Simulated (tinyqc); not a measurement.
Across the tunnelling window: band-to-band tunnelling across a p-n junction in a two-band chain.

Sites alternate A at -Eg/2 and C at +Eg/2 with hopping -t; near the edges, with k counted from the zone boundary pi/a, E^2 = (Eg/2)^2 + (t a k)^2, so t = sqrt(c Eg/m)/a gives the mass m, c = hbar^2/2m0. In the gap cosh(q a) = 1 + (Eg^2/4 - e^2)/(2 t^2), e the energy from the local mid-gap. The potential is V0 = Eg + ov on the p side (left), 0 on the n side, and falls linearly over the 2N sites of the junction, V_j = V0 (1 - j/(2N + 1)), j = 1 to 2N, site 1 being A. E = Eg/2 + x ov. A half chain that ends on a site of level e1 with neighbour e2 has g = (1 + z)/(E - e1), z = exp(-/+ i k a) the root with Im g < 0, cos(k a) = (E - e1)(E - e2)/(2 t^2) - 1. S_L = t^2 g (ending on C, shifted by V0), S_R = t^2 g (starting on A). T = 4 Im(S_L) Im(S_R) |G_(1,2N)|^2.

Constants: hbar^2/2m0 = 3.80998211 eV angstrom^2; e^2/h = 3.874045865e-05 S.

Parameters, chosen for this exercise (gap and mass near those of InAs; not measured data):

| symbol | value | unit | meaning |
|---|---|---|---|
| Eg | 0.368 | eV | gap |
| m | 0.0227 | m0 | mass of electron and light hole |
| a | 5 | angstrom | period (two sites) |
| ov | 0.28 | eV | overlap: top of the valence band on the p side above the conduction edge on the n side |
| Nw | 20 |  | periods in the junction |

N = Nw. The mean of T over the window uses 12 Gauss-Legendre points in x; the current of one channel with both spins, all states in the window full on the p side and empty on the n side, is (2e^2/h) <T> ov. WKB: exp(-2 I/F), I = pi Eg^2/(8 t a), F = V0/((2N + 1) a/2).

Against energy:

| x | E (eV) | T | T over WKB |
|---|---|---|---|
| 0.02 | 0.1896 | 0.0616 | 0.524 |
| 0.10 | 0.2120 | 0.118 | 1.001 |
| 0.20 | 0.2400 | 0.142 | 1.207 |
| 0.35 | 0.2820 | 0.154 | 1.312 |
| 0.50 | 0.3240 | 0.157 | 1.334 |
| 0.65 | 0.3660 | 0.154 | 1.312 |
| 0.80 | 0.4080 | 0.142 | 1.207 |
| 0.90 | 0.4360 | 0.118 | 1.001 |
| 0.98 | 0.4584 | 0.0616 | 0.524 |

mean T = 0.135
current = 2.93 microampere

WKB gives one value for the whole window, since the path through the gap is the same. The chain is symmetric about x = 0.5, where it gives 1.33 times WKB; among these rows it is largest at x = 0.5 (1.33), and it has 0.52 at x = 0.02 on its way to zero at the ends, where the velocity in one lead vanishes. The variation comes from the reflections where the field begins and ends, whose distance from the turning points changes with x.

(tinyqc, `OMP_NUM_THREADS=1 python tinyqc.py 1450883 1450884 out.jsonl`, Intel(R) Xeon(R) Processor @ 2.30GHz, 1 thread, shared host, about 0.01 s.)
